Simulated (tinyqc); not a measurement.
Jacobi rotations on a symmetric matrix, step by step. One step of it, computed by the program tinyqc.

Task: Jacobi rotation 3. Take the largest off-diagonal element A_pq; tan 2 theta = 2 A_pq / (A_qq - A_pp) with |theta| <= pi/4; A' = J^T A J with J_pp = J_qq = cos, J_pq = sin, J_qp = -sin.

A':
```
,1,2,3,4,5
1,-0.852886,-0.053052,0.076702,0.100103,-0.365834
2,-0.053052,2.105855,0.000000,0.034397,-0.034354
3,0.076702,0.000000,0.295031,-0.616985,0.175645
4,0.100103,0.034397,-0.616985,0.883000,-0.285000
5,-0.365834,-0.034354,0.175645,-0.285000,1.759000
```

Give: p, q, theta; A'.

Result:

p, q, theta (rad): 3.0000  4.0000  -0.5631

A':
```
,1,2,3,4,5
1,-0.8529,-0.0531,0.1183,0.0437,-0.3658
2,-0.0531,2.1059,0.0184,0.0291,-0.0344
3,0.1183,0.0184,-0.0944,0.0000,-0.0036
4,0.0437,0.0291,0.0000,1.2725,-0.3348
5,-0.3658,-0.0344,-0.0036,-0.3348,1.7590
```
